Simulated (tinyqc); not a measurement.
Electromigration in a confined line: Blech product, Korhonen stress evolution and Black's law: one step, computed by the program tinyqc. Command: `OMP_NUM_THREADS=1 python tinyqc.py 3001609 3001610 out.jsonl emigr walk`. One thread of a shared host (Intel(R) Xeon(R) Processor @ 2.30GHz), about 0.02 s of CPU time with the checks.

The electron wind pushes atoms from the cathode (x = 0) to the anode (x = L); blocking ends build a back stress (tension positive). The input rho is taken not to change with temperature. d sigma/dt = d/dx [kappa (d sigma/dx + G)], with zero flux at both ends and sigma = sigma_0 at t = 0.

Problem. Time to nucleate a void. sigma(x, t) = sigma_0 + G L [1/2 - x/L - 4 sum_(m odd) cos(m pi x/L) exp(-m^2 pi^2 s)/(m pi)^2], s = t/tau, summed to m = 399. Solve sigma(0, t) = sigma_c for s; the semi-infinite estimate is t = (pi/kappa) ((sigma_c - sigma_0)/(2 G))^2.

Inputs (values chosen for the exercise, close to those used for copper lines):

| quantity | value | unit |
|---|---|---|
| critical stress sigma_c | 120 | MPa |
| initial stress sigma_0 | 42 | MPa |
| line length L | 38 | um |
| test temperature T | 340 | C |

Start: thermal stress.

stress gradient G = 6.632034 MPa/um

tau = 9.979666 h

kappa = 4.019284e-14 m^2/s

Give: nucleation time; semi-infinite estimate.

Solution.

nucleation time = 0.7636 h

semi-infinite estimate = 0.7508 h

The back stress delays nucleation by 1.7 %.
